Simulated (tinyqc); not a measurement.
Capacitance measurement on a leaky thin oxide: effects of series resistance and leakage: one step of the calculation.

The device is a capacitance C in parallel with a leakage conductance G, in series with Rs and Ls. An impedance meter reports either a parallel pair (Cp, Gp) from Y = 1/Z = Gp + i w Cp or a series pair (Cs, Rm) from Z = Rm + 1/(i w Cs); w = 2 pi f, dissipation D = Gp/(w |Cp|).

Problem. What the meter reports. Z = Rs + i w Ls + 1/(G + i w C).

Inputs (values chosen for the exercise); values of the order met in thin-oxide MOS capacitors:
- Rs = 78 ohm (series resistance)
- Ls = 0 nH (series inductance)
- f = 10000 Hz (measuring frequency)

C = 89.203024 pF
G = 21.578947 uS

Give: Z; Cp; Gp; Cs; D.

Solution.

Z = (4.349-1.128i) x 1e4 ohm
Cp = 88.90 pF
Gp = 21.55 uS
Cs = 1411 pF
D = 3.857

Cp is 0.34 % below C and Cs is 15.8 times it; G Rs = 0.00168, w C Rs = 4.37e-4 and G/(w C) = 3.85.

Program tinyqc, `OMP_NUM_THREADS=1 python tinyqc.py 2022194 2022195 out.jsonl`; Intel Xeon 2.30GHz, shared host, one thread, about 0.01 s.
